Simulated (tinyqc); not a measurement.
Lossy on-chip transmission line with skin effect: two steps of the calculation.

A uniform line in a homogeneous dielectric: c = sqrt(er)/(c0 Z0), l = Z0 sqrt(er)/c0 (c0 = 299792458 m/s), g = w c td, w = 2 pi f. The resistance joins its limits as r = sqrt(r_dc^2 + r_hf^2), with r_dc = rho/(wd th), r_hf = kr rho/(2 delta (wd + th)), delta = sqrt(rho/(pi f mu0)), mu0 = 4 pi 1e-7 H/m; this is an interpolation, and internal inductance, up to 0.05 nH/mm at low frequency, is neglected.

Parameters, values chosen for the exercise:
```
symbol  value  unit            meaning
len      0.61    mm             length
Rg         10   ohm  source resistance
RL        1e5   ohm    load resistance
CL        100    fF   load capacitance
f         0.4   GHz          frequency
```

Question 1. Propagation constant and impedance. gamma = sqrt((r + i w l)(g + i w c)) = alpha + i beta, Zc = sqrt((r + i w l)/(g + i w c)), roots with positive real part; loss 8.685889638 alpha in dB; phase velocity w/beta.

r = 4.1401579 ohm/mm
l = 0.32936815 nH/mm
c = 131.74726 pF/m
g = 0 S/m

Give: gamma len; Zc; loss; phase velocity over c0; r/(w l).

Answer 1.

gamma len = 0.01446+0.01764i
Zc = 87.32-71.59i ohm
loss = 0.2059 dB/mm
phase velocity over c0 = 0.2899
r/(w l) = 5.001

r exceeds w l, so the line behaves mainly as an RC line at this frequency.

Question 2. Reflection, input impedance and transfer. ZL = 1/(1/RL + i w CL); reflection (ZL - Zc)/(ZL + Zc); Zin = Zc (ZL + Zc tanh(gamma len))/(Zc + ZL tanh(gamma len)); H = V_load/V_source = [Zin/(Zin + Rg)]/[cosh(gamma len) + (Zc/ZL) sinh(gamma len)].

gamma len = 0.014460433+0.017637894i
Zc = 87.324366-71.592911i ohm

Give: ZL; reflection at the load; Zin; H; |H|.

Answer 2.

ZL = 158.1-3972.6i ohm
reflection at the load = 0.96211-0.04089i
Zin = 50.2-2204.6i ohm
H = 1.0000-0.0054i
|H| = 3.3701e-4 dB

Numbers from tinyqc (`OMP_NUM_THREADS=1 python tinyqc.py 2810208 2810209 out.jsonl`; about 0.01 s on one thread of a shared Intel Xeon 2.30GHz).
